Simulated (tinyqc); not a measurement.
Mobility of a non-polar semiconductor in the relaxation-time approximation: one step, computed by the program tinyqc.

Each valley is treated as a sphere of mass m_d for states and rates, with one isotropic relaxation time; the conductivity mass m_c sets the current.

Question. Rates at a few energies. Kane band: hbar^2 k^2/(2 m) = E (1 + alpha E), speed v = hbar k/(m (1 + 2 alpha E)), states per spin, volume and energy g(E) = m k (1 + 2 alpha E)/(2 pi^2 hbar^2); overlap factors are set to 1. Here m = m_d. Masses are multiplied by m_0 and all formulas are in SI units. Phonon occupation N_q = 1/(exp(hbar w/(k_B T)) - 1). Acoustic deformation potential (elastic, equipartition, absorption and emission together): 1/tau = 2 pi k_B T D_A^2 g(E)/(hbar rho v_l^2). Optical or intervalley deformation potential: 1/tau = (pi Z_f D_o^2/(rho w)) [N_q g(E + hbar w) + (N_q + 1) g(E - hbar w)], with g = 0 below the band edge. Each optical term is multiplied by (1 - f(E'))/(1 - f(E)), E' the final energy, for Pauli blocking. Singly charged impurities, momentum relaxation: 1/tau = N_I e^4 m (1 + 2 alpha E) Phi/(8 pi (eps_s eps_0)^2 hbar^3 k^3), with alpha = 0 for a parabolic band. Brooks-Herring: Phi = ln(1 + b) - b/(1 + b), b = 4 k^2 L_s^2.

Inputs (values chosen for the exercise, modelled on electrons in silicon):
```
quantity,value,unit
non-parabolicity alpha,0.51,1/eV
static permittivity eps_s,11.7,-
density rho,2329,kg/m^3
sound velocity v_l,8800,m/s
acoustic deformation potential D_A,8.8,eV
phonon energy hbar w,60.1,meV
optical or intervalley deformation potential D_o,4.9,1e8 eV/cm
final valleys Z_f,5,-
temperature T,500,K
```

Band: Kane. Impurity formula: Brooks-Herring. Further scattering: none.

reduced Fermi level eta = -6.272991

density-of-states mass m_d = 0.3202700 m_0

ionised impurity density N_I = 1.20e+17 1/cm^3

screening length L_s = 15.24165 nm

Constants: k_B = 8.617333262e-05 eV/K; k_B = 1.380649e-23 J/K; e = 1.602176634e-19 C; hbar = 1.054571817e-34 J s; m_0 = 9.1093837015e-31 kg; hbar = 6.582119569e-16 eV s; eps_0 = 8.8541878128e-12 F/m.

Give: Rates (1e12/s) at E = (max(eta, 0) + 0.5, 1, 2, 4) k_B T.

Answer.

Rates (1e12/s) at E = (max(eta, 0) + 0.5, 1, 2, 4) k_B T:
```
E (meV),acoustic,optical,ionised impurity
21.5,2.634,1.83,3.947
43.1,3.826,2.11,1.638
86.2,5.700,6.52,0.671
172.3,8.893,12.60,0.273
```
